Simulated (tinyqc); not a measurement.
Precursor delivery and alloy composition in metal-organic vapour-phase epitaxy: one step, computed by the program tinyqc.

Carrier gas leaves each bubbler saturated. Group-III species cross a boundary layer and react at the surface; element 2 can also desorb. The film is (1)_(1-x) (2)_x V with a zinc-blende cell.

Task: Molar flows. Temperatures in kelvin are T(C) + 273.15. Vapour pressure p_v = 10^(a - b/T); precursor flow = carrier flow x p_v/(p_b - p_v); 1 sccm = 44.615 micromol/min; V/III = hydride flow over the sum of both; gas share x_g = F2/(F1 + F2).

Inputs (values chosen for the exercise, close to those used for InGaAs from TMGa and TMIn):

| quantity | value | unit |
|---|---|---|
| source 1: a in log10(p/torr) = a - b/T | 8.07 | - |
| source 1: b | 1703 | K |
| source 1: bath temperature | -7 | C |
| source 1: carrier flow | 27 | sccm |
| source 2: a | 10.52 | - |
| source 2: b | 3014 | K |
| source 2: bath temperature | 28 | C |
| source 2: carrier flow | 95 | sccm |
| bubbler pressure p_b | 1000 | torr |
| group-V hydride flow | 160 | sccm |

Give: vapour pressures; molar flows; V/III ratio; gas share x_g.

Result:

vapour pressures (torr): source 1 46.92, source 2 3.249

molar flows (micromol/min): F1 59.30, F2 13.81

V/III ratio = 97.63

gas share x_g = 0.1889

The slope of F2 with the temperature of bath 2 is b ln(10)/T^2 x p_b/(p_b - p_v) = 7.7 % per kelvin.
